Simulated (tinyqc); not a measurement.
Inside a calculation: density of states of one tight-binding band on the simple cubic lattice. Values are carried at full precision from step to step, so a last printed digit may differ when a step is redone from the rounded ones.

E(k) = -2 t (c1 + c2 + c3) - 4 t2 (c1 c2 + c2 c3 + c3 c1) with ci = cos(2 pi ki); k in fractions of the reciprocal vectors, mesh k_i = j/N with j = 0 .. N-1. Densities are per cell and per spin, so the band holds one state.

Inputs chosen for the exercise: t = 0.48 eV (nearest hopping); t2 = 0.01 eV (second hopping); N = 5 (mesh points along each axis); bins = 6 (bins of the histogram); E_lo = -3.013 eV (lower end of the histogram); E_hi = 2.817 eV (upper end); E = -2.25 eV (energy at which the density is wanted); sigma = 0.096 eV (Gaussian width).

## Energies on the mesh

Evaluate the band at all 125 points and collect equal values.

Distinct energies:

| E_k (eV) | points |
|---|---|
| -3.0000 | 1 |
| -2.2814 | 6 |
| -1.5819 | 12 |
| -1.1186 | 6 |
| -0.9014 | 8 |
| -0.4500 | 24 |
| 0.1995 | 24 |
| 0.6319 | 12 |
| 1.2505 | 24 |
| 2.2514 | 8 |

The 125 points give 10 distinct energies between -3.0000 and 2.2514 eV; a dense mesh gives a band from -3.000 to 2.760 eV.

## Histogram

Count the points in equal bins from E_lo to E_hi; g = count/(all points x bin width).

Histogram:

| from (eV) | to (eV) | points | g (1/eV) |
|---|---|---|---|
| -3.0130 | -2.0413 | 7 | 0.0576 |
| -2.0413 | -1.0697 | 18 | 0.1482 |
| -1.0697 | -0.0980 | 32 | 0.2635 |
| -0.0980 | 0.8737 | 36 | 0.2964 |
| 0.8737 | 1.8453 | 24 | 0.1976 |
| 1.8453 | 2.8170 | 8 | 0.0659 |

Empty bins: 0 of 6; the fullest holds 36 points.

## Gaussian broadening at one energy

Gaussian broadening: g(E) = mean over the mesh of exp(-(E - E_k)^2/(2 sigma^2))/(sigma sqrt(2 pi)), n(E) = mean of erfc((E_k - E)/(sigma sqrt 2))/2.

Sum over the distinct energies with their counts.

n(E) = 0.0381
g(E) = 0.1891 1/eV

## One tetrahedron of the mesh

For corner energies e1 <= e2 <= e3 <= e4 and eij = ei - ej, the share of the tetrahedron below E is n = (E - e1)^3/(e21 e31 e41) for e1 < E < e2; n = [e21^2 + 3 e21 x + 3 x^2 - (e31 + e42) x^3/(e32 e42)]/(e31 e41) with x = E - e2 for e2 < E < e3; n = 1 - (e4 - E)^3/(e41 e42 e43) for e3 < E < e4; its density of states is g = dn/dE.

corner energies, sorted (eV): -2.2814  -1.1186  -0.4500  0.1995

Find its share below E and its density of states at E.

n = 0.0000
g = 0.0006 1/eV

E lies between corners 1 and 2.

## Sum over all linear tetrahedra

Each cube of the mesh, corners numbered 0 to 7 as the binary number (i j l), is cut into six tetrahedra around the diagonal 0-7: 0137, 0157, 0237, 0267, 0457, 0467. For corner energies e1 <= e2 <= e3 <= e4 and eij = ei - ej, the share of the tetrahedron below E is n = (E - e1)^3/(e21 e31 e41) for e1 < E < e2; n = [e21^2 + 3 e21 x + 3 x^2 - (e31 + e42) x^3/(e32 e42)]/(e31 e41) with x = E - e2 for e2 < E < e3; n = 1 - (e4 - E)^3/(e41 e42 e43) for e3 < E < e4; its density of states is g = dn/dE.

Average n and g over all pieces of the mesh. The reference uses the same method with N = 36.

n(E) = 0.0124
g(E) = 0.0496 1/eV
reference n(E) = 0.033
reference g(E) = 0.073 1/eV

On this mesh the linear method errs by -0.023 1/eV in g and -0.020 in n; the Gaussian sum erred by +0.117 and +0.005.

## Checks

- States below the top of the band by the linear method against one: both 1.000000.

(tinyqc, `OMP_NUM_THREADS=1 python tinyqc.py 1681762 1681763 out.jsonl`, Intel(R) Xeon(R) Processor @ 2.30GHz, 1 thread, shared host, about 0.2 s.)
